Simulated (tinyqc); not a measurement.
Gas flow in a process chamber: flow regimes, conductance, effective pumping speed, pump-down, outgassing and purge: one step, computed by the program tinyqc. Command: `OMP_NUM_THREADS=1 python tinyqc.py 3121369 3121370 out.jsonl pump walk`. One thread of a shared host (Intel(R) Xeon(R) Processor @ 2.30GHz), about 0.08 s of CPU time with the checks.

Ideal gas, isothermal flow, a pump of constant speed at the end of a round pipe; process gas, volume gas and outgassing are given the same properties. 1 sccm = 101325 Pa x 1e-6 m^3/60 s x T/273.15 K.

Question. Purging a well-mixed chamber. With steady flow a contaminant decays as exp(-t/residence time); gas used = flow x time.

Inputs (values chosen for the exercise, modelled on oxygen near room temperature): temperature T = 293 K; process gas flow = 240 sccm.

residence time = 0.02485808 s

Give: time to dilute 1e3 times; time to dilute 1e6 times; gas used for 1e6.

Answer.

time to dilute 1e3 times = 0.1717 s

time to dilute 1e6 times = 0.3434 s

gas used for 1e6 = 1.374 standard cm^3
